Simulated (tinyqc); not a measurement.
Band edges of strained Si(1-x)Ge(x) on relaxed Si(1-y)Ge(y): sweeps and comparisons. A value that a table varies takes the place of the one given here.

Values are linear in the Ge fraction but for ED(x) = linear - CD x (1 - x) and a(x) = linear - Ca x (1 - x). Energies are on the common scale of Ev.

Coherent growth on a (001) face: e_par = (a(y) - a(x))/a(x), e_perp = -2 (C12/C11) e_par; exx = eyy = e_par, ezz = e_perp, no shear.

A valley with unit axis u lies at Ev + gap + (av + a_valley) tr(e) + Xu (u.e.u - tr(e)/3); the Delta axes are x, y, z and the L axes [111], [1-1-1], [-11-1], [-1-11]. The second-order shift of the Delta valleys under shear is left out; it lowers the pair normal to the sheared plane by tens of meV at a shear of 1 %.

Valence edges: Ev plus the levels of the 6 x 6 matrix of X, Y, Z times spin with -Dso/3 + l exx + m (eyy + ezz) on the diagonal (cyclic), n exy off it, l = av + 2 b, m = av - b, n = sqrt(3) d. Spin-orbit term (Dso/3) L.sigma on X, Y, Z with (L_k)_ij = -i epsilon_kij: <X+|H|Y+> = -i Dso/3, <X+|H|Z-> = Dso/3, <Y+|H|Z-> = -i Dso/3, <Z+|H|X-> = -Dso/3, <Z+|H|Y-> = i Dso/3, <X-|H|Y-> = i Dso/3, and their conjugates; + and - are the spin along z.

Coherent growth: e_par = (a(y) - a(x))/a(x). (001): e_perp = -2 (C12/C11) e_par; exx = eyy = e_par, ezz = e_perp, no shear. (111): e_perp = -(2 C11 + 4 C12 - 4 C44)/(C11 + 2 C12 + 4 C44) e_par; exx = eyy = ezz = (2 e_par + e_perp)/3 and exy = eyz = ezx = (e_perp - e_par)/3. (110): e_perp = -(C11 + 3 C12 - 2 C44)/(C11 + C12 + 2 C44) e_par; exx = eyy = (e_par + e_perp)/2, ezz = e_par, exy = (e_perp - e_par)/2, eyz = ezx = 0.

Values chosen for the exercise (end members near Si and Ge, in this order; the results hold for these values, not for the real material): a = (5.431, 5.656) angstrom (lattice constant); Dso = (0.044, 0.292) eV (spin-orbit splitting); av = (2.46, 1.25) eV (valence hydrostatic potential); b = (-2.13, -2.54) eV (tetragonal shear potential); d = (-4.86, -5.36) eV (trigonal shear potential); C11 = (168, 129.2) GPa; C12 = (63.2, 48) GPa; C44 = (79.8, 65.8) GPa; Ev = (0, 0.68) eV (top of the unstrained valence band); ED = (1.158, 0.947) eV (gap to the Delta valleys); EL = (2.023, 0.742) eV (gap to the L valleys); aD = (1.55, 1.24) eV (hydrostatic potential of the Delta gap); aL = (-2.83, -2.8) eV (hydrostatic potential of the L gap); XuD = (9.41, 9.72) eV (uniaxial potential, Delta); XuL = (16.05, 14.77) eV (uniaxial potential, L); CD = 0.218 eV (bowing of the Delta gap); Ca = 0 angstrom (bowing of the lattice constant); face = 001 (growth face); y = 0 (Ge fraction of the relaxed buffer); x = 0.37 (Ge fraction of the layer).

## Composition of the layer

The buffer is kept. dEc = Ec(buffer) - Ec(layer), dEv = Ev(layer) - Ev(buffer); buffer edges Ev(y) and Ev(y) + min(ED, EL). The digit behind Delta or L counts whole valleys.

Results:
```
x     e_par (%)  lowest valleys  gap (eV)  next valleys above (meV)  valence splitting (meV)  dEc (eV)  dEv (eV)
0.08      -0.33          Delta4     1.088                        55                       20     0.013     0.057
0.16      -0.66          Delta4     1.021                       109                       34     0.022     0.115
0.24      -0.98          Delta4     0.957                       163                       46     0.027     0.175
0.31      -1.27          Delta4     0.903                       211                       56     0.028     0.228
0.39      -1.59          Delta4     0.843                       265                       68     0.025     0.289
0.47      -1.91          Delta4     0.787                       319                       79     0.019     0.352
0.55      -2.23          Delta4     0.733                       373                       91     0.009     0.416
```

The gap is 1.088 eV in the first row and 0.733 eV in the last. The lowest valleys are Delta4 throughout. Per 0.1 of x the valence offset moves by +76 meV on average; the conduction offset lies between +9 and +28 meV, not monotonically. Both carriers sit on one side in every row. Offsets below about 30 meV are within the spread of parameter sets, so those rows do not settle the type. Strains above 2 % can be kept only in layers of a few nanometres.

## Composition of the buffer

The layer is kept. dEc = Ec(buffer) - Ec(layer), dEv = Ev(layer) - Ev(buffer); buffer edges Ev(y) and Ev(y) + min(ED, EL). The digit behind Delta or L counts whole valleys.

Results:
```
y     e_par (%)  lowest valleys  gap (eV)  next valleys above (meV)  valence splitting (meV)  dEc (eV)  dEv (eV)
0.00      -1.51          Delta4     0.858                       252                       65     0.026     0.274
0.13      -0.98          Delta4     0.918                       163                       53     0.010     0.178
0.26      -0.45          Delta4     0.978                        75                       31     0.002     0.081
0.39       0.08          Delta2     1.018                        14                        7     0.014    -0.008
0.53       0.65          Delta2     0.934                       109                       60     0.116    -0.058
0.66       1.18          Delta2     0.850                       197                      116     0.218    -0.098
0.79       1.71          Delta2     0.763                       286                      175     0.328    -0.136
0.92       2.24          Delta2     0.674                       374                      236     0.342    -0.171
```

The gap is 0.858 eV in the first row and 0.674 eV in the last, with its largest listed value, 1.018 eV, at y = 0.39: it peaks near the match y = x, since strain of either sign narrows it. The lowest valleys change: Delta4 to Delta2 between y = 0.26 and 0.39. Per 0.1 of y the valence offset moves by -48 meV on average; the conduction offset lies between +2 and +342 meV, not monotonically. Both carriers sit on one side for y = 0.00, 0.13 and 0.26, and on opposite sides elsewhere. Offsets below about 30 meV are within the spread of parameter sets, so those rows do not settle the type. Strains above 2 % can be kept only in layers of a few nanometres.

## The same layer on three faces

dEc = Ec(buffer) - Ec(layer), dEv = Ev(layer) - Ev(buffer); buffer edges Ev(y) and Ev(y) + min(ED, EL). The digit behind Delta or L counts whole valleys.

Results:
```
face   e_par (%)  lowest valleys  gap (eV)  next valleys above (meV)  valence splitting (meV)  dEc (eV)  dEv (eV)  Delta spread (meV)  L spread (meV)
(001)      -1.51          Delta4     0.858                       252                       65     0.026     0.274                 252               0
(111)      -1.51          Delta6     0.932                       547                       66    -0.041     0.266                   0             297
(110)      -1.51          Delta2     0.861                       107                       69     0.027     0.269                 107             234
```

On (001) only the Delta valleys split (252 meV), on (111) only the L valleys (297 meV), on (110) both (107 and 234 meV). The lowest valleys are Delta4 on (001), Delta6 on (111) and Delta2 on (110); the smallest gap is 0.858 eV on (001) and the largest 0.932 eV on (111).

## What each parameter does

dEc = Ec(buffer) - Ec(layer), dEv = Ev(layer) - Ev(buffer); buffer edges Ev(y) and Ev(y) + min(ED, EL). Each row changes one parameter from the base and keeps the others.

Results:
```
case                       gap (eV)  valence splitting (meV)  dEc (eV)  dEv (eV)
base                         0.8579                     65.1    0.0262    0.2739
x = 0.4                      0.8362                     69.4    0.0247    0.2971
y = 0.03                     0.8718                     62.9    0.0219    0.2517
CD = 0.268 eV                0.8462                     65.1    0.0379    0.2739
XuD = (10.821, 11.178) eV    0.8453                     65.1    0.0388    0.2739
aD = (1.782, 1.426) eV       0.8538                     65.1    0.0303    0.2739
Dso = (0.051, 0.336) eV      0.8579                     70.8    0.0262    0.2739
d = (-5.589, -6.164) eV      0.8579                     65.1    0.0262    0.2739
C12 = (72.68, 55.2) GPa      0.8511                     66.6    0.0258    0.2812
```

The largest shifts from the base row, up to three for each result and ties (the steps differ in size, so this ranks the rows, not the parameters). gap (eV): x -0.0217, y +0.0139, XuD -0.0126; unchanged at the printed digits by Dso and d. valence splitting (meV): Dso +5.7, x +4.3, y -2.1; unchanged at the printed digits by CD, XuD, aD and d. dEc (eV): XuD +0.0126, CD +0.0117, y -0.0044; unchanged at the printed digits by Dso and d. dEv (eV): x +0.0232, y -0.0222, C12 +0.0073; unchanged at the printed digits by CD, XuD, aD, Dso and d. The lowest valleys of the layer are Delta4, so among the conduction-band potentials only those of that family reach the gap and dEc; the buffer is unstrained. A shift large enough to swap the lowest family would change that.

Program tinyqc; command `OMP_NUM_THREADS=1 python tinyqc.py 1050808 1050809 out.jsonl`; about 0.01 s on one thread of a shared Intel(R) Xeon(R) Processor @ 2.30GHz.
